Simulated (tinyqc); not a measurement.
From critical thickness h_c (Matthews-Blakeslee) back to fraction x of B: elastic strain and critical thickness of a cubic alloy layer A(1-x)B(x) on a thick substrate. Computed by tinyqc, a small Python program. Command: `OMP_NUM_THREADS=1 python tinyqc.py 3028843 3028844 out.jsonl misfit inv`. One thread of a shared host (Intel(R) Xeon(R) Processor @ 2.30GHz), about 0.02 s of CPU time with the checks.

Strain is positive in tension. The layer is coherent with the substrate unless said otherwise.

Inputs (values chosen for the exercise, for a model alloy):
```
quantity                        value      unit
lattice constant a_A            5.869  angstrom
lattice constant a_B            6.058  angstrom
substrate lattice constant a_S  5.877  angstrom
start of the iteration h0/b        20         -
```

Growth plane: (111). Layer: buried under a thick cap. Misfit dislocation: edge.

C11, C12, C44 of A (GPa): 109.7  57.58  46.76

C11, C12, C44 of B (GPa): 81.17  49.39  38.67

Method:
- a = (1 - x) a_A + x a_B, the same rule for each C_ij; misfit f = (a_S - a)/a, the in-plane strain of the coherent layer.
- Voigt averages: G = (C11 - C12 + 3 C44)/5, B = (C11 + 2 C12)/3, nu = (3 B - 2 G)/(2 (3 B + G)); b = a/sqrt(2). Edge dislocation with b in the interface: cos alpha = 0, cos lambda = 1.
- Matthews-Blakeslee: h_c = A [ln(h_c/b) + 1], A = b (1 - nu cos^2 alpha)/(4 pi |f| (1 + nu) cos lambda), the factor 4 pi being that of a buried layer, with a dislocation at both interfaces.
- Start at h0, put the right side back in, and stop when the change is below 1e-9 h or h turns negative.

Question. A run gave the result below. Find the fraction x of B, known to lie between 0.094 and 0.22.

critical thickness h_c (Matthews-Blakeslee) = 64.87141 nm

Answer.

Each step takes the trial c = (a f_b - b f_a)/(f_b - f_a), f being the result less the target and a, b, c the logarithms of the listed values; c replaces end b, the old b replaces a if the sign of f changed, and otherwise f_a is halved.

Scan of the range:
```
fraction x of B  critical thickness h_c (Matthews-Blakeslee) (nm)
0.094                                                     101.181
0.108                                                      76.191
0.125                                                      57.901
0.144                                                      45.154
0.166                                                      35.613
0.191                                                      28.439
0.220                                                      22.830
```

False position (Illinois rule, in the logarithm of the input) inside the bracket:
```
step     end a     end b     trial  critical thickness h_c (Matthews-Blakeslee) (nm)
1     0.108000  0.125000  0.118227                                           64.1309
2     0.108000  0.118227  0.116996                                           65.3946
3     0.118227  0.116996  0.117504                                           64.8676
4     0.116996  0.117504  0.117500                                           64.8714
5     0.116996  0.117500  0.117500                                           64.8714
6     0.117500  0.117500  0.117500                                           64.8714
```

Critical thickness h_c (Matthews-Blakeslee) falls at every point of a 13-point scan of the range (every second point is shown), so one value fits; it is bracketed by 0.108 and 0.125. Answer: fraction x of B = 0.1175.

Caution: an edge dislocation with b in the interface cannot reach it by glide, so the force balance is formal for it.
